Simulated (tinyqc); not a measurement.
Raising U: Hubbard chain of 4 sites, mean field against exact. Computed by the program tinyqc. Collinear unrestricted mean field (the lowest of 40 random starts) against exact diagonalisation.

one-body matrix (hopping and site energies) (eV):
```
         1        2        3        4
1   0.0000  -0.5600   0.0000   0.0000
2  -0.5600   0.0000  -0.5600   0.0000
3   0.0000  -0.5600   0.0000  -0.5600
4   0.0000   0.0000  -0.5600   0.0000
```

electrons, up and down: 2  2

Exact and mean-field results (eV):

| U | U/t | E exact | E mean field | mean \|n_up - n_down\| | double occupancy, exact | first gap in the sector |
|---|---|---|---|---|---|---|
| 0.280 | 0.500 | -2.23893 | -2.22440 | 0.000 | 0.224 | 0.614 |
| 0.560 | 1.000 | -2.00220 | -1.94440 | 0.000 | 0.199 | 0.548 |
| 1.120 | 2.000 | -1.61053 | -1.39834 | 0.393 | 0.152 | 0.442 |
| 1.680 | 3.000 | -1.31456 | -1.03152 | 0.697 | 0.114 | 0.362 |
| 2.240 | 4.000 | -1.09376 | -0.80322 | 0.820 | 0.085 | 0.303 |
| 3.360 | 6.000 | -0.80188 | -0.54936 | 0.918 | 0.049 | 0.223 |
| 6.720 | 12.000 | -0.43012 | -0.27869 | 0.979 | 0.015 | 0.120 |
| 11.200 | 20.000 | -0.26243 | -0.16772 | 0.993 | 0.006 | 0.073 |

Estimate the missing row, U = 4.48.

Computed row:
```
U        U/t   E exact  E mean field  mean |n_up - n_down|  double occupancy, exact  first gap in the sector
4.480  8.000  -0.62562      -0.41556                 0.953                    0.031                    0.174
```

In absolute terms mean field is worst at U/t = 4.0, 0.291 eV too high: at small U it is nearly exact, and at large U it misses only exchange-scale energies. Its local moments set in at U/t = 2.0 of those listed, a broken symmetry that the exact state of a finite cluster with equal spins does not have. Relative to the exact energy its error is 0.6 % at the smallest U, 36 % at most and 36 % at the largest. The double occupancy falls from 0.224 to 0.006; at the largest U the first gap is 0.65 times the exchange scale 4t^2/U.
